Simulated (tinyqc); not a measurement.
Surface Green function of a square-lattice strip three rows wide, Sancho-Rubio decimation: one step of the calculation.

A semi-infinite lead of cells 0, 1, 2, ... with H0 inside a cell and H1 = <cell i|H|cell i + 1>. A cell is one column of three sites. z = E + i eta.

Task. Decimation. Start with e_s = e = H0, a = H1, b = H1^dagger. Each round: g = (z - e)^(-1); e_s <- e_s + a g b; e <- e + a g b + b g a; a <- a g a; b <- b g b (all with the old a, b). Round k joins cells 2^k apart.

Values chosen for this exercise:
- E = -6.87 eV (energy)
- eta = 0.1 eV (broadening)

H0 (eV):
```
       1      2      3
1  -0.51  -2.27      0
2  -2.27   -0.8  -2.27
3      0  -2.27     -1
```

H1 (eV):
```
      1     2     3
1  -2.8     0     0
2     0  -2.8     0
3     0     0  -2.8
```

Find: g; e_s after round 1; e after round 1; a after round 1; b after round 1.

Result.

g (1/eV):
```
                 1                2                3
1  -0.1862-0.0042i  -0.0813-0.0036i  -0.0314-0.0019i
2  -0.0813-0.0036i  -0.2280-0.0066i  -0.0881-0.0041i
3  -0.0314-0.0019i  -0.0881-0.0041i  -0.2043-0.0051i
```

e_s after round 1 (eV):
```
               1              2              3
1  -1.970-0.033i  -2.908-0.029i  -0.246-0.015i
2  -2.908-0.029i  -2.587-0.052i  -2.961-0.032i
3  -0.246-0.015i  -2.961-0.032i  -2.602-0.040i
```

e after round 1 (eV):
```
               1              2              3
1  -3.429-0.066i  -3.545-0.057i  -0.493-0.031i
2  -3.545-0.057i  -4.375-0.104i  -3.651-0.064i
3  -0.493-0.031i  -3.651-0.064i  -4.204-0.079i
```

a after round 1 (eV):
```
               1              2              3
1  -1.460-0.033i  -0.638-0.029i  -0.246-0.015i
2  -0.638-0.029i  -1.787-0.052i  -0.691-0.032i
3  -0.246-0.015i  -0.691-0.032i  -1.602-0.040i
```

b after round 1 (eV):
```
               1              2              3
1  -1.460-0.033i  -0.638-0.029i  -0.246-0.015i
2  -0.638-0.029i  -1.787-0.052i  -0.691-0.032i
3  -0.246-0.015i  -0.691-0.032i  -1.602-0.040i
```

tinyqc, about 0.1 s, one thread, Intel Xeon 2.30GHz (shared host): `OMP_NUM_THREADS=1 python tinyqc.py 2680129 2680130 out.jsonl`
